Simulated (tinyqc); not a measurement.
Comparisons within one model: thin-film optics by transfer matrices. A value that a table varies takes the place of the one given here.

Indices N = n + i k. Snell: N0 sin(theta) = N_j sin(theta_j), with Im(N_j cos theta_j) >= 0. Admittance y_j = N_j cos theta_j for s and N_j/cos theta_j for p. Phase delta_j = 2 pi N_j cos theta_j d_j/lambda. Layer matrix [[cos delta, -i sin delta/y], [-i y sin delta, cos delta]], multiplied from the top down to M. (B, C) = M (1, y_sub); r = (y0 B - C)/(y0 B + C), R = |r|^2, T = 4 Re y0 Re y_sub/|y0 B + C|^2, absorbed in the films 1 - R - T.

Ellipsometry: rho = tan(Psi) exp(i Delta) = -conj(r_p/r_s) with the r of the admittance formula, Delta in 0 to 360 degrees, so that a bare dielectric at small angles gives Delta = 180.

Inputs chosen for the exercise (indices near those of Si3N4, SiO2 on Si; shifted at random, so the results belong to these values and not to a real crystal):
```
symbol  value                  unit     meaning
lam     633                    nm       vacuum wavelength
n0      1                               ambient index
n       (2.053, 1.465, 3.803)           n of Si3N4, SiO2, substrate
k       (0, 0, 0.021)                   k in the same order
d       (147, 147)             nm       thicknesses, top first
theta   0                      degrees  angle of incidence
pol     s                               polarisation
```

## Swing curve: thickness of the top film

The first entry of d takes the values listed.

Stack:
```
d_1 (nm)       R       T  absorbed
147.0     0.1017  0.8983    0.0000
172.7     0.3694  0.6306    0.0000
198.4     0.5180  0.4820    0.0000
224.1     0.5217  0.4783    0.0000
249.8     0.3819  0.6181    0.0000
275.5     0.1144  0.8856    0.0000
301.2     0.1020  0.8980    0.0000
326.9     0.3698  0.6302    0.0000
352.6     0.5181  0.4819    0.0000
378.2     0.5219  0.4781    0.0000
403.9     0.3825  0.6175    0.0000
429.6     0.1150  0.8850    0.0000
455.3     0.1015  0.8985    0.0000
```

R swings between 0.1015 and 0.5219 on these points. The period is lambda/(2 Re(N_1 cos theta_1)) = 154.2 nm, six rows. The film does not absorb, so the swing repeats exactly. The swing ratio (max - min)/mean is 1.33.

## Angle of incidence

Both polarisations.

Stack:
```
theta (degrees)     R_s     R_p    Psi   Delta
0                0.1017  0.1017  45.00  180.00
15               0.0862  0.0859  44.95  182.29
30               0.0533  0.0686  48.60  181.90
45               0.0826  0.1009  47.86  145.46
55               0.2101  0.1457  39.79  118.58
60               0.3094  0.1715  36.67  105.11
65               0.4230  0.2020  34.64   90.46
70               0.5415  0.2443  33.89   74.27
75               0.6583  0.3128  34.58   56.61
80               0.7715  0.4325  36.82   37.99
85               0.8833  0.6434  40.48   19.00
```

R_s and R_p agree at normal incidence (0.1017). R_p is lowest at 30 degrees of those listed (0.0686), where R_s = 0.0533: both are low, so this is an interference minimum, not a Brewster effect. R_s does not rise steadily, because the phase thickness of the films changes with the angle. R_p exceeds R_s at 30 and 45 degrees, where Psi is above 45.

## Sensitivity of the reflectance

R for both polarisations. Each row changes one parameter from the base and keeps the others.

Results:
```
case                          R_s     R_p     T_s
base                       0.1017  0.1017  0.8983
d = (152, 147) nm          0.1501  0.1501  0.8499
n = (2.094, 1.465, 3.803)  0.1277  0.1277  0.8723
k = (0, 0, 0.033)          0.1020  0.1020  0.8980
lam = 638 nm               0.0891  0.0891  0.9109
theta = 5 degrees          0.0999  0.0997  0.9001
```

The largest shifts from the base row, up to three for each result and ties (the steps differ in size, so this ranks the rows, not the parameters). R_s: d +0.0484, n +0.0260, lam -0.0127. R_p: d +0.0484, n +0.0260, lam -0.0127. T_s: d -0.0484, n -0.0260, lam +0.0127.

tinyqc: `OMP_NUM_THREADS=1 python tinyqc.py 1651833 1651834 out.jsonl`; about 0.01 s, one thread, shared Intel(R) Xeon(R) Processor @ 2.30GHz.
